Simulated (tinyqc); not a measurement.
Quantum-confined Stark effect in a modulator well: sweeps and comparisons. A value that a table varies takes the place of the one given here.

Envelopes on cells of 0.5 angstrom over the well |z| < L/2 and 45 angstrom of barrier on each side, psi = 0 beyond, psi'/m continuous (mean mass between points), c = hbar^2/2m0. The electron sees + e F z and the hole - e F z, each with its offset in the barriers; 1 kV/cm = 1e-5 eV/angstrom. Light holes, band mixing and escape by tunnelling are left out.

Exciton: in-plane function exp(-rho/lam), 1/mu = 1/me + 1/mp, E(lam) = c/(mu lam^2) - (q/eps) times the integral over k of Fm(k)(1 + (k lam/2)^2)^(-3/2), Fm(k) the double integral of psi_e^2 psi_h^2 exp(-k |z - z'|), q = e^2/(4 pi eps0); binding Eb = -E at the minimum. Line at Eg + E_e + E_h - Eb, strength proportional to overlap^2/lam^2.

Constants: hbar^2/2m0 = 3.80998211 eV angstrom^2; e^2/(4 pi eps0) = 14.39964547 eV angstrom; hc = 1239.841984 eV nm.

Parameters, chosen for this exercise (near those of an InGaAsP well in InP; shifted at random, so the results belong to these values and not to a real crystal): L = 130 angstrom (well width); Vc = 0.184 eV (conduction offset); Vv = 0.281 eV (heavy-hole offset); me = 0.0489 m0 (electron, well); meb = 0.0773 m0 (electron, barrier); mh = 0.357 m0 (heavy hole along z, well); mhb = 0.478 m0 (heavy hole, barrier); Eg = 0.844 eV (gap of the well); mp = 0.108 m0 (heavy hole in the plane); eps = 13.3 (dielectric constant); Fs = (0, 20, 39, 59, 82, 105, 131) kV/cm (fields); Ls = (50, 66, 84, 104, 126, 150, 170) angstrom (widths); F_L = 103 kV/cm (field for this table); F = 103 kV/cm (field).

## Raising the field

All quantities anew; shifts from zero field.

Results:

| F (kV/cm) | dE_e (meV) | dE_h (meV) | Eb (meV) | line shift (meV) | overlap^2 | relative strength |
|---|---|---|---|---|---|---|
| 0 | 0.00 | 0.00 | 5.83 | 0.00 | 0.958 | 1.000 |
| 20 | -0.61 | -1.69 | 5.62 | -2.08 | 0.820 | 0.806 |
| 39 | -2.28 | -5.71 | 5.24 | -7.40 | 0.593 | 0.521 |
| 59 | -5.11 | -11.44 | 4.88 | -15.60 | 0.398 | 0.311 |
| 82 | -9.59 | -19.18 | 4.56 | -27.49 | 0.246 | 0.171 |
| 105 | -15.21 | -27.72 | 4.31 | -41.41 | 0.152 | 0.096 |
| 131 | -22.71 | -38.08 | 4.09 | -59.05 | 0.088 | 0.051 |

The line shift grows with exponent 1.90 in F at low field and 1.60 at the end, as the carriers come up against opposite walls and the dipole begins to saturate. The hole gives 74 % of the level shift in the second row and 63 % in the last. The largest shift is 10.1 times the zero-field binding, yet 70 % of the binding survives, since the walls stop the field from pulling the pair apart. Half the strength is gone between 39 and 59 kV/cm.

## Width of the well

Zero-field line, its shift at F_L and the relative strength.

Results:

| L (angstrom) | line at F = 0 (nm) | Eb (meV) | shift (meV) | relative strength | shift x strength (meV) |
|---|---|---|---|---|---|
| 50 | 1322.3 | 7.04 | -3.88 | 0.919 | 3.56 |
| 66 | 1362.9 | 6.76 | -7.34 | 0.798 | 5.86 |
| 84 | 1392.1 | 6.46 | -13.64 | 0.570 | 7.77 |
| 104 | 1413.2 | 6.17 | -23.54 | 0.308 | 7.24 |
| 126 | 1428.4 | 5.88 | -37.34 | 0.122 | 4.55 |
| 150 | 1439.5 | 5.60 | -55.08 | 0.035 | 1.93 |
| 170 | 1446.0 | 5.40 | -71.43 | 0.011 | 0.75 |

The shift grows with exponent 2.30 in L over the first two rows and 2.08 over the last two, against 4 for hard walls at second order; leakage lowers it in narrow wells and saturation in wide ones. The strength falls from 0.92 to 0.01, and the product of the two is largest at 84 angstrom.

## What each parameter does

Zero-field line, shift at F, overlap^2 and Eb at F. Each row changes one parameter from the base and keeps the others.

Results:

| case | line (nm) | shift (meV) | overlap^2 | Eb (meV) |
|---|---|---|---|---|
| base | 1430.6 | -40.13 | 0.158 | 4.32 |
| L = 120 angstrom | 1424.9 | -33.32 | 0.231 | 4.64 |
| F = 82 kV/cm | 1430.6 | -27.49 | 0.246 | 4.56 |
| Vc = 0.147 eV | 1432.8 | -41.70 | 0.143 | 4.24 |
| Vv = 0.351 eV | 1430.4 | -39.45 | 0.164 | 4.35 |
| me = 0.0562 m0 | 1433.8 | -40.25 | 0.145 | 4.53 |
| mh = 0.303 m0 | 1429.4 | -39.12 | 0.175 | 4.35 |
| eps = 12 | 1432.4 | -39.79 | 0.158 | 5.06 |

The largest shifts from the base row, up to three for each result and ties (the steps differ in size, so this ranks the rows, not the parameters). line (nm): L -5.7, me +3.2, Vc +2.2; unchanged at the printed digits by F. shift (meV): F +12.63, L +6.81, Vc -1.57. overlap^2: F +0.088, L +0.073, mh +0.017; unchanged at the printed digits by eps. Eb (meV): eps +0.74, L +0.32, F +0.23.

Computed by tinyqc, a small Python program: `OMP_NUM_THREADS=1 python tinyqc.py 1280835 1280836 out.jsonl` (the numbers bound the seed that draws the inputs); one thread of a shared host (Intel(R) Xeon(R) Processor @ 2.30GHz), about 0.2 s for the whole set of steps.
